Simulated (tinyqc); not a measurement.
Ballast resistance and gain from the on-state line.

Question. At high current V = BV (1 + be)^(-1/n) + I Ro. Find Ro, the intercept and be.

Parameters, values chosen for the exercise: junction breakdown voltage BV = 10 V; exponent of the multiplication n = 3.6.

V at I = 5.8 and 11.5 mA/um (V): [5.5422352, 6.1692352]

Solution. The slope is Ro; the intercept over BV is (1 + be)^(-1/n).

Ro = 110.0 ohm um
intercept = 4.904 V
be = 12.00

Program tinyqc, `OMP_NUM_THREADS=1 python tinyqc.py 2670011 2670012 out.jsonl`; Intel Xeon 2.30GHz, shared host, one thread, about 0.01 s.
